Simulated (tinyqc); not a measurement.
# Implanted layer, carriers, mobility and sheet resistance, step by step

Program tinyqc, `OMP_NUM_THREADS=1 python tinyqc.py 2110121 2110122 out.jsonl`; Intel Xeon 2.30GHz, shared host, one thread, about 0.01 s. Printed values are rounded.

An n-type layer from the surface x = 0 to the junction xj, N(x) = N0 exp(-(x - Rp)^2/(2 sg^2)). Local neutrality (no depletion at surface or junction, no spilling of carriers), intrinsic carriers neglected, full ionisation of active dopants.

Values chosen for this exercise; values close to those of phosphorus in silicon over a p-type background:

| symbol | value | unit | meaning |
|---|---|---|---|
| T | 250 | K | temperature |
| Nb | 1.3e14 | cm^-3 | background doping of the opposite type |
| N0 | 7.1e19 | cm^-3 | peak chemical concentration |
| m1 | 70 | cm^2/(V s) | mobility limit at high doping |
| m2 | 1380 | cm^2/(V s) | mobility limit at low doping, at 300 K |
| Nr | 9.4e16 | cm^-3 | reference doping of the mobility law |
| am | 0.719 |  | exponent of the mobility law |
| bt | 2.3 |  | temperature exponent of m2 |
| Ns | 4.05e20 | cm^-3 | solubility limit of active dopant |
| sg | 110 | nm | straggle after annealing |
| Rp | 130 | nm | projected range |

Constants: q = 1.602176634e-19 C. Results are converted to the units shown.

## Junction depth and local values

xj = Rp + sg sqrt(2 ln(N0/Nb)); 13 equal steps from 0 to xj. Active dopant A = min(N, Ns); n = A - Nb; mobility mu = m1 + (m2 (T/300 K)^(-bt) - m1)/(1 + ((A + Nb)/Nr)^am).

xj = 695.418 nm

| point | x (nm) | N (cm^-3) | A (cm^-3) | n (1e19 cm^-3) | mu (cm^2/(V s)) |
|---|---|---|---|---|---|
| 0 | 0.000 | 3.53159e19 | 3.53159e19 | 3.53158 | 98.1760 |
| 1 | 53.494 | 5.57463e19 | 5.57463e19 | 5.57462 | 90.3719 |
| 2 | 106.987 | 6.94632e19 | 6.94632e19 | 6.94630 | 87.4172 |
| 3 | 160.481 | 6.83258e19 | 6.83258e19 | 6.83257 | 87.6233 |
| 4 | 213.975 | 5.30526e19 | 5.30526e19 | 5.30525 | 91.1027 |
| 5 | 267.469 | 3.25178e19 | 3.25178e19 | 3.25176 | 99.8735 |
| 6 | 320.962 | 1.57336e19 | 1.57336e19 | 1.57334 | 119.845 |
| 7 | 374.456 | 6.00931e18 | 6.00931e18 | 0.60092 | 167.195 |
| 8 | 427.950 | 1.81182e18 | 1.81182e18 | 0.18117 | 285.999 |
| 9 | 481.443 | 4.31218e17 | 4.31218e17 | 0.04311 | 578.422 |
| 10 | 534.937 | 8.10159e16 | 8.10159e16 | 0.00809 | 1138.04 |
| 11 | 588.431 | 1.20153e16 | 1.20153e16 | 0.00119 | 1720.04 |
| 12 | 641.925 | 1.40667e15 | 1.40667e15 | 0.00013 | 1998.75 |
| 13 | 695.418 | 1.3e14 | 1.3e14 | 0.00000 | 2069.97 |

The mobility runs from 87.4 to 2070 cm^2/(V s).

## Sheet quantities by the trapezoid rule

Dose = integral of N, carrier sheet density = integral of n, 1/Rs = q integral of n mu, mean mobility 1/(q Rs sheet density), Hall mobility (unit Hall factor) = integral of n mu^2 over integral of n mu, Hall sheet density = (integral of n mu)^2/integral of n mu^2; all from 0 to xj.

dose = 1.7163e15 cm^-2
carrier sheet density = 1.7163e15 cm^-2
Rs = 38.025 ohm/square
mean mobility = 95.637 cm^2/(V s)
Hall mobility = 106.80 cm^2/(V s)
Hall sheet density = 1.5370e15 cm^-2

Carriers make up 100 % of the dose. A Hall measurement weights the mobile tail, so its sheet density is 10 % below the true one. With 4000 steps Rs = 37.86 ohm/square; the coarse value is 0.43 % above it.
